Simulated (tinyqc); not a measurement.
Self-consistent Fermi level with native defects, at growth and after a quench. Changing the shift s of the chemical potential. Computed by tinyqc, a small Python program. Command: `OMP_NUM_THREADS=1 python tinyqc.py 3005661 3005662 out.jsonl scfermi sweep`. One thread of a shared host (Intel(R) Xeon(R) Processor @ 2.30GHz), about 0.07 s of CPU time with the checks.

Energies are counted from the top of the valence band (VBM); when the gap shrinks with temperature the conduction band moves and the levels stay. The added dopant is taken as fully ionised. D and A draw on one reservoir with opposite signs, as the two vacancies of a compound do.

Inputs (values chosen for the exercise, with bands modelled on GaAs):
```
quantity                                value   unit
gap E_g at 300 K                         1.42     eV
slope -dE_g/dT above 300 K            0.00047   eV/K
electron mass m_e                      0.0657    m_0
valleys M_c                                 1      -
hole mass m_h                           0.531    m_0
E_f of the neutral native donor D       2.008     eV
E_f of the neutral native acceptor A    1.863     eV
site density N_s                      4.6e+22  cm^-3
dopant density N_X                    7.1e+17  cm^-3
growth temperature T_g                   1140      K
temperature of use T                      300      K
```

Added shallow dopant: donor.

levels of D above the VBM, most positive state first (eV): 0.718  0.765  1.15

levels of A above the VBM, (0/-1) first (eV): 0.0402  0.412  0.464

Constants: m_0 = 9.1093837015e-31 kg; k_B = 1.380649e-23 J/K; h = 6.62607015e-34 J s; k_B = 8.617333262e-05 eV/K.

Method:
- E_f(D, 0) = input + s and E_f(A, 0) = input - s; E_f(q, E_F = 0) follows from the levels, eps(q/q-1) = E_f(q - 1) - E_f(q) at E_F = 0.
- E_g(T) = E_g - slope x max(0, T - 300 K).
- N_c = 2 M_c (2 pi m_e k_B T/h^2)^(3/2) and N_v = 2 (2 pi m_h k_B T/h^2)^(3/2), masses in units of m_0.
- At growth T = T_g.
- n = N_c F_1/2((E_F - E_g)/k_B T), p = N_v F_1/2(-E_F/k_B T).
- F_1/2(eta) = (2/sqrt(pi)) int_0^infinity sqrt(x)/(1 + exp(x - eta)) dx, by the trapezoid rule in t = sqrt(x) with step 0.02 up to t = 12 (for eta < -12 by exp(eta) - exp(2 eta)/2^(3/2)).
- In equilibrium c_q = N_s exp(-(E_f(q, 0) + q E_F)/k_B T).
- Net charge = p - n + sum q c_q + N_X; the log ratio is ln(positive charge/negative charge).
- E_F is the root of the log ratio, by 50 bisections between -0.5 eV and E_g + 0.5 eV.
- After a quench the totals of D and A stay as grown, and each is shared among its charge states with weights exp(-(E_f(q, 0) + q E_F)/k_B T).

One run for each value; columns: (1) shift s of the chemical potential (eV); (2) E_F at growth (eV); (3) total D (cm^-3); (4) total A (cm^-3); (5) E_F after the quench (eV); (6) n after the quench (cm^-3); (7) p after the quench (cm^-3):
```
(1)        (2)         (3)         (4)      (5)         (6)         (7)
-0.60  0.78782  2.4165e+18  1.5433e+18  0.76437  4.0907e+06  1.4008e+06
-0.45  0.73106  1.5525e+18  1.2925e+18  0.73917  1.5431e+06  3.7135e+06
-0.30  0.67675  1.1519e+18  1.1904e+18  0.71128  5.2480e+05  1.0919e+07
-0.15  0.62378  9.6537e+17  1.1811e+18  0.64894  4.7055e+04  1.2178e+08
0.00   0.57127  8.8754e+17  1.2580e+18  0.48689  8.9214e+01  6.4232e+10
0.15   0.51848  8.7886e+17  1.4582e+18  0.45647  2.7503e+01  2.0835e+11
0.30   0.46455  9.3653e+17  1.8885e+18  0.42962  9.7329e+00  5.8876e+11
0.45   0.40840  1.0931e+18  2.8042e+18  0.39880  2.9547e+00  1.9394e+12
0.60   0.34872  1.4403e+18  4.8018e+18  0.33428  2.4354e-01  2.3529e+13
```

What does the table show, and why?

Over the rows, E_F at growth (eV) falls from 0.788 to 0.349; total D (cm^-3) goes from 2.42e18 through a minimum among these rows, 8.79e17 at 0.150, to 1.44e18; total A (cm^-3) goes from 1.54e18 through a minimum among these rows, 1.18e18 at -0.150, to 4.80e18. Raising s makes D costlier and A cheaper. The quenched sample turns from n-type to p-type between s = -0.60 and -0.45 eV.

Extremes, crossings and ranges named in words are read from the listed rows.
